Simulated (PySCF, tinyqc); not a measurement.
Inside a calculation. Method: CISD on RHF in the sto-3g basis, for H3+, spin multiplicity 1. The lowest restricted solution is unstable here: a spin-polarised one lies 0.0002 hartree lower (PySCF). One step of it, computed by the program tinyqc.

Question. Integrals over molecular orbitals. (pq|rs) = sum C_ip C_jq C_kr C_ls (ij|kl), one index at a time.

coefficients C, order 1H 1s, 2H 1s, 3H 1s:
$$\begin{pmatrix}
0.476602 & -0.490005 & -0.793741 \\
0.476496 & 0.932403 & -0.027626 \\
0.476609 & -0.442175 & 0.821347
\end{pmatrix}$$

core Hamiltonian H = T + V (hartree), order 1H 1s, 2H 1s, 3H 1s:
$$\begin{pmatrix}
-1.140897 & -0.378868 & -0.379164 \\
-0.378868 & -1.140791 & -0.378888 \\
-0.379164 & -0.378888 & -1.140904
\end{pmatrix}$$

Two-electron integrals (ij|kl) in chemists' order, unique and non-zero (hartree):
```
(11|11) 0.774606   (21|11) 0.123062   (21|21) 0.030581   (22|11) 0.332761
(22|21) 0.123062   (22|22) 0.774606   (31|11) 0.123176   (31|21) 0.025598
(31|22) 0.084787   (31|31) 0.030632   (32|11) 0.084744   (32|21) 0.025581
(32|22) 0.123069   (32|31) 0.025599   (32|32) 0.030584   (33|11) 0.332865
(33|21) 0.084741   (33|22) 0.332768   (33|31) 0.123176   (33|32) 0.123069
(33|33) 0.774606
```

Give: one-electron integrals over orbitals h = C^T H C; Two-electron integrals over orbitals.

Answer.

one-electron integrals over orbitals h = C^T H C (hartree):
$$\begin{pmatrix}
-1.2938 & 0.0001 & 0.0000 \\
0.0001 & -0.9945 & 0.0000 \\
0.0000 & 0.0000 & -0.9944
\end{pmatrix}$$

Two-electron integrals over orbitals (pq|rs), unique and non-zero (hartree):
```
(11|11) 0.4784      (21|11) -5.05e-05   (21|21) 0.1552      (22|11) 0.4765
(22|21) 0.1137      (22|22) 0.5760      (31|11) 4.50e-06    (31|22) -0.0101
(31|31) 0.1552      (32|21) -0.0101     (32|22) -6.18e-06   (32|31) -0.1137
(32|32) 0.0875      (33|11) 0.4766      (33|21) -0.1137     (33|22) 0.4008
(33|31) 0.0101      (33|32) 6.18e-06    (33|33) 0.5760
```
